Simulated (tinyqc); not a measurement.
Perpendicular magnetic tunnel junction: magnetoresistance, thermal stability and spin-torque switching: one step of the calculation.

A circular free layer treated as one macrospin with its easy axis out of plane. mu0 = 1.25663706212e-6 H/m, gyromagnetic ratio q/m0 (g = 2). Magnetic parameters are taken as given at T.

Problem. Retention of the array. A bit flips thermally at the rate exp(-Delta)/t0; the chance that any of N bits flips in ten years (3.15576e8 s) is 1 - exp[-N (time/t0) exp(-Delta)]. The Delta needed for a chance of 1e-4 follows by inversion.

Values chosen for this exercise: attempt time t0 = 1 ns; bits N = 1e6.

Delta = 70.775141

Give: mean life of one bit; expected flips in ten years; Delta needed.

Solution.

mean life of one bit = 1.7304e14 years
expected flips in ten years = 5.7790e-8
Delta needed = 63.319

Delta exceeds the need by 7.46.

tinyqc, about 0.01 s, one thread, Intel Xeon 2.30GHz (shared host): `OMP_NUM_THREADS=1 python tinyqc.py 2450049 2450050 out.jsonl`
